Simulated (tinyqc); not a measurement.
Voltage acceleration of oxide breakdown, four models on the same data: lifetime against voltage in four models.

Field E = V/tox in MV/cm. Models: ln(t63/1 s) = a - c X with X = E (E model), -1/E (1/E model), ln V (power law, c the exponent n) or sqrt(E).

a and c were fitted to stress data from 4.54 to 6.51 V. Project to Vu, multiply by exp[(Ea q/kB)(1/Tu - 1/Ts)] and by ks; ten years are 3.15576e8 s.

Inputs (values chosen for the exercise):
- tox = 6 nm (oxide thickness)
- Ts = 423 K (stress temperature)
- Tu = 358 K (use temperature)
- Ea = 0.59 eV (activation energy)
- ks = 3.7e-5 (factor for area and percentile)

Constants: q = 1.602176634e-19 C, kB = 1.380649e-23 J/K. Results are converted to the units shown.

```
model	c	a
E	3.72377	40.1143
1/E	307.307	-28.2803
power	34.1005	63.7410
sqrt E	22.5820	74.1643
```

Lifetime against voltage in four models:
```
Vu (V)	log10 years, E	log10 years, 1/E	log10 years, power	log10 years, sqrt E
2.24	0.7292	12.81	5.084	2.605
2.68	-0.4567	6.943	2.428	0.8274
3.13	-1.670	2.647	0.1295	-0.8452
3.57	-2.856	-0.5061	-1.818	-2.368
4.02	-4.069	-3.017	-3.577	-3.831
4.46	-5.254	-4.982	-5.115	-5.184
4.91	-6.467	-6.628	-6.538	-6.501
5.35	-7.653	-7.969	-7.809	-7.731
```

The four agree within 0.32 decades in the last row, inside the stress range, and part by 12.1 decades in the first. The local exponent -d ln t/d ln V is c E for the E model, which shrinks as V falls, constant for the power law, and c/E for the 1/E model, which grows as V falls.

Range of the model: All four laws are empirical fits; none is established far below the stress range.

tinyqc, about 0.01 s, one thread, Intel Xeon 2.30GHz (shared host): `OMP_NUM_THREADS=1 python tinyqc.py 2070149 2070150 out.jsonl`
